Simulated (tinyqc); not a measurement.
What each parameter does: metal-induced gap states at the contact of a metal chain and a two-band chain.

The semiconductor alternates sites A at -Eg/2 and C at +Eg/2 with hopping -t; the gap runs from -Eg/2 to Eg/2. In the gap cosh(q a) = 1 + (Eg^2/4 - E^2)/(2 t^2) and the amplitude changes by -exp(-q a) a period. The metal has site energy 0 and hopping -tm; its end site has g_m = (E - i sqrt(4 tm^2 - E^2))/(2 tm^2). Sites 1, 2, ... count into the semiconductor, with energies e1, e2 alternating. The clean half chain has g1 = 1/(E - e1 - t^2 g2), g2 = 1/(E - e2 - t^2 g1), decaying root. With the contact G11 = 1/(1/g1 - tc^2 g_m), and the density on site j is -Im G_jj/pi = |psi_j/psi_1|^2 (-Im G11/pi), per spin, with psi_2/psi_1 = -t g2, psi_3/psi_2 = -t g1.

Constants: e^2/(4 pi eps0) = 14.39964547 eV angstrom.

Values chosen for the exercise (gap and optical dielectric constant near those of HfO2; the chain itself is a model; shifted at random, so the results belong to these values and not to a real crystal):
- Eg = 5.67 eV (gap)
- t = 2.87 eV (hopping in the semiconductor)
- tm = 2.27 eV (hopping in the metal)
- tc = 1.18 eV (hopping across the contact)
- end = A (site that touches the metal)
- a = 3.6 angstrom (period (two sites); one chain for each area a^2)
- eps = 4 (dielectric constant)
- E = -1.8 eV (energy from mid-gap)

xi = 1/(2q), summed density, and S = 1/(1 + 4 pi e^2 N xi/eps), N = 2 (summed density)/a^2.

Results for these values:

| case | xi (angstrom) | summed density (1/eV) | S |
|---|---|---|---|
| base | 2.414 | 0.04909 | 0.5473 |

What happens to each result for Eg = 6.237 eV, all else kept?

Answer: xi falls from 2.414 to 2.092; summed density falls from 0.04909 to 0.03623; S rises from 0.5473 to 0.6540.

The same for each parameter in turn:

| case | xi (angstrom) | summed density (1/eV) | S |
|---|---|---|---|
| base | 2.414 | 0.04909 | 0.5473 |
| Eg = 6.237 eV | 2.092 | 0.03623 | 0.6540 |
| t = 3.157 eV | 2.645 | 0.04633 | 0.5390 |
| tm = 2.497 eV | 2.414 | 0.04745 | 0.5557 |
| tc = 1.298 eV | 2.414 | 0.05540 | 0.5172 |
| eps = 4.4 | 2.414 | 0.04909 | 0.5708 |
| end = C | 2.414 | 0.00979 | 0.8584 |

The decay length belongs to the semiconductor alone; the metal and the contact set only the amplitude.

Program tinyqc; command `OMP_NUM_THREADS=1 python tinyqc.py 1451262 1451263 out.jsonl`; about 0.01 s on one thread of a shared Intel(R) Xeon(R) Processor @ 2.30GHz.
